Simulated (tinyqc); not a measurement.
Inside a calculation: two-dimensional electron gas with Rashba and Dresselhaus coupling. Values are carried at full precision from step to step, so a last printed digit may differ when a step is redone from the rounded ones.

H = c k^2/m + al (ky sx - kx sy) + b1 (kx sx - ky sy) + gam kx ky (kx sy - ky sx), s the Pauli matrices, x = [100], c = hbar^2/2m0, b1 = gam (pi/L)^2 (hard walls). H = c k^2/m + B.s, so E = c k^2/m -/+ |B| and the lower state has its spin along -B.

Constants: hbar^2/2m0 = 3.80998211 eV angstrom^2; hbar = 6.58211957e-16 eV s.

Inputs chosen for the exercise (of the size met in InSb; shifted at random, so the results belong to these values and not to a real crystal): m = 0.0149 m0 (mass); al = 0.47 eV angstrom (Rashba constant); gam = 343.1 eV angstrom^3 (bulk Dresselhaus constant); L = 127 angstrom (width of the (001) well); n = 11 1e11/cm^2 (sheet density (one subband filled)); phi = 30 degrees (angle of k from [100]).

## Scales

b1; mean Fermi wave vector k0 = sqrt(2 pi n) (1e11/cm^2 = 1e-5/angstrom^2); E0 = c k0^2/m; b3 = gam k0^2/4; kR = al m/(2c) and ER = al kR/2, the shift and depth of a pure Rashba band.

b1 = 0.2099 eV angstrom
k0 = 0.02629 1/angstrom
E0 = 176.730 meV
b3 = 0.05928 eV angstrom
kR = 0.0009190 1/angstrom
ER = 0.2160 meV

The ratio al/(b1 - b3) is 3.12; kR is 3.5 % of k0.

## Spin-orbit field at one point of the Fermi circle

k = k0 (cos phi, sin phi). Form B, the splitting 2|B| and the direction of the lower spin, atan2(-By, -Bx).

Bx, By (meV): [9.6084, -11.1227]

splitting = 29.3963 meV
direction of the lower spin = 130.8 degrees

## The matrix

H = [[E0, Bx - i By], [Bx + i By, E0]] in meV; diagonalise. Precession period h/(2|B|) = 2 pi hbar/(splitting).

H (meV), rows up, down and columns alike:
$$\begin{pmatrix}
176.7296 & 9.6084+11.1227i \\
9.6084-11.1227i & 176.7296
\end{pmatrix}$$

levels (meV): [162.0314, 191.4277]

period = 0.141 ps

## The two wave vectors at the energy E0 along this direction

Solve c k^2/m -/+ |B(k)| = E0. The spin turns by (k_outer - k_inner) per length, so a half turn takes pi/(difference).

k (1/angstrom): outer 0.027388, inner 0.025204

difference = 0.002184 1/angstrom
length of a half turn = 143.8 nm

For linear terms alone the difference is (m/c)|B|/k, whatever the energy: every electron along this direction turns alike, the basis of the spin transistor. The cubic term makes it depend on density.

## Checks

- Difference of the Fermi wave vectors without Dresselhaus terms against al m/c: both 0.0018381.

Run: tinyqc, `OMP_NUM_THREADS=1 python tinyqc.py 1480008 1480009 out.jsonl`; Intel(R) Xeon(R) Processor @ 2.30GHz, one thread, shared host; about 0.01 s of CPU time with all checks.
